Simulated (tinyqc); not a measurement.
Free and trapped electrons in a MOS channel with a dense trap tail: free and trapped charge against gate voltage.

p-type body, charge-sheet picture, full ionisation (an idealisation for deep acceptors), Boltzmann statistics for free electrons. e = Ec - EF at the surface. Acceptor-like traps of density D(E) = D0 + De exp(-E/Ew) at depth E below Ec, from 0 to Eu, hold n_t = integral of D(E)/(1 + exp((e - E)/Vt)). psi = Eg - Vt ln(Nv/Na) - e; N_dep = sqrt(2 eps0 eps_r Na (psi - Vt)/q); n_f = sqrt(N_dep^2 + 2 eps0 eps_r Vt Nc exp(-e/Vt)/q) - N_dep; Vg = Vfb + psi + q (N_dep + n_t + n_f)/Cox, Cox = eps0 eox/tox.

Free share n_f/(n_f + n_t); swing ln 10 n_f/(dn_f/dVg); field-effect mobility mf q (dn_f/dVg)/Cox, for a constant mf; oxide field q (N_dep + n_t + n_f)/(eps0 eox).

Parameters, values chosen for the exercise; band and dielectric values close to those of silicon: temperature T = 475 K; band gap Eg = 1.11 eV; relative permittivity eps_r = 11.5; conduction-band density of states at T Nc = 5.58e19 cm^-3; valence-band density of states at T Nv = 5.34e19 cm^-3; relative permittivity of the insulator eox = 3.9; insulator thickness tox = 53 nm; acceptor density Na = 1.7e17 cm^-3; flat-band voltage without trapped charge Vfb = -0.67 V; constant background density of acceptor-like traps D0 = 8e10 cm^-2 eV^-1; density of the tail at the conduction edge De = 5.6e12 cm^-2 eV^-1; decay energy of the tail Ew = 0.14 eV; depth below Ec down to which the traps reach Eu = 1 eV; mobility of free electrons mf = 170 cm^2/(V s).

Constants: q = 1.602176634e-19 C, kB = 1.380649e-23 J/K, Vt = kB T/q, eps0 = 8.8541878128e-14 F/cm where lengths are in cm. Results are converted to the units shown.

Result of one run:
columns A: e (eV); B: n_f (cm^-2); C: n_t (cm^-2); D: free share (%); E: swing (mV/decade); F: field-effect mobility (cm^2/(V s)); G: oxide field (MV/cm)
```
A              B         C      D      E      F       G
0.2382  3.735e10  2.246e11  14.26  844.3  42.58  0.6478
```

Which gate voltage Vg gave this result: 3.4, 4.6, 9.5 or 10.7 V?

Vg = 3.4 V.

The whole series:
columns A: Vg (V); B: e (eV); C: n_f (cm^-2); D: n_t (cm^-2); E: free share (%); F: swing (mV/decade); G: field-effect mobility (cm^2/(V s)); H: oxide field (MV/cm)
```
A           B         C         D         E        F         G       H
0.9    0.6998   1.014e6  2.951e10  0.003435    694.7  0.001404  0.2632
2.1    0.4690   1.726e8  7.364e10    0.2338    475.1    0.3496  0.4461
3.4    0.2382  3.735e10  2.246e11     14.26    844.3     42.58  0.6478
4.6    0.1512  2.676e11  3.669e11     42.18     2400     107.3  0.8578
5.8    0.1114  6.131e11  4.583e11     57.22     4543     129.9   1.077
7     0.08597  1.003e12  5.247e11     65.64     6874     140.4   1.298
8.3   0.06564  1.450e12  5.802e11     71.43     9492     147.1   1.540
9.5   0.05068  1.879e12  6.211e11     75.15  1.196e4     151.3   1.763
10.7  0.03809  2.318e12  6.546e11     77.98  1.445e4     154.4   1.987
```

n_f reaches 1e11 cm^-2 at Vg = 3.84 V, against 3.14 V without traps. The free share rises from 0.00343 to 78.0 % and the field-effect mobility rises from 0.00140 to 154 cm^2/(V s), although mf = 170 is constant: in the last row 90.8 % of Cox dVg goes into free electrons. The swing in the first row is 695 mV a decade (Vt ln 10 = 94.3). For Vg = 8.3, 9.5, 10.7 EF lies less than 2 Vt below the band edge, or above it, where degeneracy and confinement, left out, matter.

Program tinyqc, `OMP_NUM_THREADS=1 python tinyqc.py 2222148 2222149 out.jsonl`; Intel Xeon 2.30GHz, shared host, one thread, about 0.02 s.
